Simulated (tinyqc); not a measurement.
Pinning factor and decay constant from two barriers.

Inverse problem. phiB = S (phiM - chi) + (1 - S)(Eg - E0) with S = 1/(1 + (1/S0 - 1) exp(-be ti)). Find S0, S at the given thickness and be.

Parameters, values chosen for the exercise; semiconductor values close to those of In0.53Ga0.47As; interlayer mass of the order of that in hafnium oxide, offset chosen freely: band gap Eg = 0.739 eV; electron affinity chi = 4.44 eV; charge-neutrality level above the valence band E0 = 0.5 eV; metal work function phiM = 4.51 eV.

phiB at ti = 0, 0.3 nm (eV): 0.21534000  0.18312177

Answer. Each barrier gives its S by linear interpolation between the pinned and the unpinned value; the ratio of the two values of 1/S - 1 is exp(be ti).

S0 = 0.1400
S = 0.3306
be = 3.700 1/nm

tinyqc, about 0.03 s, one thread, Intel Xeon 2.30GHz (shared host): `OMP_NUM_THREADS=1 python tinyqc.py 2270116 2270117 out.jsonl`
